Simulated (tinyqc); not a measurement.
## Series resistance and length offset from two lengths at two overdrives

Problem. In strong inversion R W = Rsd + k(x)(L - dL), k(x) = (1 + th1 x)/(mu0 Cox x), x the overdrive, Cox = eps0 eox/tox, with Rsd and dL independent of x. Find dL, Rsd, mu0 and th1.

Inputs (values chosen for the exercise): relative permittivity of the gate insulator (close to silicon dioxide) eox = 3.9; insulator thickness tox = 1.8 nm.

Constants: eps0 = 8.8541878128e-14 F/cm where lengths are in cm. Results are converted to the units shown.

total resistance times width (ohm um):

|  | L = 0.054 um | L = 0.95 um |
|---|---|---|
| overdrive 0.59 V | 305.944136 | 4406.52071 |
| overdrive 0.97 V | 243.643637 | 3103.74805 |

Answer. At each overdrive R W is a straight line in L; the two lines cross at L = dL, R W = Rsd. Their slopes give k x = (1 + th1 x)/(mu0 Cox), a straight line in x.

dL = 0.00900 um
Rsd = 100 ohm um
mu0 = 250 cm^2/(V s)
th1 = 0.500 1/V

Program tinyqc, `OMP_NUM_THREADS=1 python tinyqc.py 2210090 2210091 out.jsonl`; Intel Xeon 2.30GHz, shared host, one thread, about 0.01 s.
